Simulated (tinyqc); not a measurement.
Six-transistor SRAM cell, nodal equations and margins: two steps of the calculation.

Two cross-coupled inverters (pull-down bn, pull-up bp) hold the nodes Q and QB; access transistors (ba, threshold VTn, gate on the word line at Vdd when selected) join them to the bit lines. Transistor (EKV form, voltages against the body): I = 2 n b Vt^2 [F(vp - Vs) - F(vp - Vd)] from drain to source, F(v) = ln^2(1 + exp(v/(2 Vt))), vp = (Vg - VT + sg |Vd - Vs|)/n. n-channel bodies are at 0; for the p-channel device all voltages are counted down from Vdd. b in uA/V^2 gives I in uA. For an access transistor the bit line is the drain and the node the source. In a read both bit lines are at Vdd. The cell is symmetric (no mismatch).

Values chosen for this exercise:
```
symbol,value,unit,meaning
T,300,K,temperature
Vdd,0.4,V,supply voltage
n,1.38,,slope factor
sg,0.06,,drain-induced barrier lowering
VTn,0.27,V,n-channel threshold
VTp,0.36,V,p-channel threshold (magnitude)
bn,880,uA/V^2,gain factor of the pull-down transistor
ba,880,uA/V^2,gain factor of the access transistor
bp,300,uA/V^2,gain factor of the pull-up transistor
```

Constants: q = 1.602176634e-19 C, kB = 1.380649e-23 J/K, Vt = kB T/q. Results are converted to the units shown.

Task 1. Node voltages in a read by Newton steps. F1 = In(gate QB, drain Q) - Ip(gate QB, drain Q) - Ia(bit line, Q), F2 the same with Q and QB exchanged; J by central differences with +/- 1e-6 V; solve J d = -F, limit each component to +/- 0.15 V and add.

(Q, QB) at the start (V): Q 0.00000000, QB 0.40000000

Give: F1, F2; J; (Q, QB) after iteration 1.

Result 1.

F1, F2 (uA): [-8.3470, 0.0016]

J (uS):
```
,Q,QB
F1,239.77,0.00
F2,0.04,13.80
```

(Q, QB) after iteration 1 (V): Q 0.03481, QB 0.39977

Task 2. Read current and disturbance. Iread = Ia(bit line at Vdd, source Q); cell ratio bn/ba; time to pull a bit line of 20 fF down by 0.1 V at that current.

(Q, QB) (V): Q 0.044530283, QB 0.39920649

Give: Iread; cell ratio; time.

Result 2.

Iread = 3.6983 uA
cell ratio = 1.0000
time = 540.79 ps

Program tinyqc, `OMP_NUM_THREADS=1 python tinyqc.py 2340171 2340172 out.jsonl`; Intel Xeon 2.30GHz, shared host, one thread, about 0.2 s.
